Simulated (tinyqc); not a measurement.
Hole mobility in a silicon inversion layer, empirical terms and Matthiessen rule: one step of the calculation.

Inversion layer of sheet density Ns on a uniformly doped body. The mobility terms are empirical power laws with prefactors chosen for the exercise; adding their inverses (Matthiessen) is itself an approximation.

Question. Depletion charge and effective field. ni = sqrt(Nc Nv) exp(-Eg/(2 Vt)), Eg in volts; Ndep = sqrt(2 eps0 eps_r Nb (2 Vt ln(Nb/ni) + Vsb)/q); E = q (Ndep + eta Ns)/(eps0 eps_r), in MV/cm.

Parameters, values chosen for the exercise; material values close to those of silicon:
- T = 300 K (temperature)
- Eg = 1.11 eV (band gap)
- eps_r = 11.8 (relative permittivity of the semiconductor)
- Nc = 2.82e19 cm^-3 (conduction-band density of states at T)
- Nv = 2.69e19 cm^-3 (valence-band density of states at T)
- Nb = 1.8e18 cm^-3 (body doping)
- Vsb = 0 V (reverse body bias)
- eta = 0.3333 (weight of the inversion charge in the effective field)
- Ns = 9.6e12 cm^-2 (inversion density)

Constants: q = 1.602176634e-19 C, kB = 1.380649e-23 J/K, Vt = kB T/q, eps0 = 8.8541878128e-14 F/cm where lengths are in cm. Results are converted to the units shown.

Find: ni; Ndep; E.

Answer.

ni = 1.3074e10 cm^-3
Ndep = 4.7694e12 cm^-2
E = 1.2220 MV/cm

The depletion charge gives 59.8 % of the field.

Numbers from tinyqc (`OMP_NUM_THREADS=1 python tinyqc.py 2510073 2510074 out.jsonl`; about 0.01 s on one thread of a shared Intel Xeon 2.30GHz).
